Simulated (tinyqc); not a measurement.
Transfer-length model of a contact: one step of the calculation.

A metal contact of length d and width W on a thin layer of the same width. The metal has no resistance, the sheet resistance under it equals Rsh, and current enters the layer at the front edge x = 0.

Question. Contact resistivity. rc = Rsh Lt^2. Short cuts: Rsh A^2 (long contact, Lt = A) and Rc W d (short contact, even current).

Parameters, values chosen for the exercise:

| symbol | value | unit | meaning |
|---|---|---|---|
| rc | 6.4e-9 | ohm cm^2 | specific contact resistivity |
| d | 0.18 | um | contact length |
| W | 0.67 | um | contact width |

Rsh = 240.00109 ohm/sq
Rc = 18.531369 ohm
A = 0.051733170 um
converged Lt = 0.051636218 um

Give: rc; Rsh A^2; Rc W d.

Answer.

rc = 6.399e-9 ohm cm^2
Rsh A^2 = 6.423e-9 ohm cm^2
Rc W d = 2.235e-8 ohm cm^2

The extracted rc is 0.013 % below the value 6.4e-9 ohm cm^2 that made the data.

tinyqc, about 0.01 s, one thread, Intel Xeon 2.30GHz (shared host): `OMP_NUM_THREADS=1 python tinyqc.py 2760143 2760144 out.jsonl`
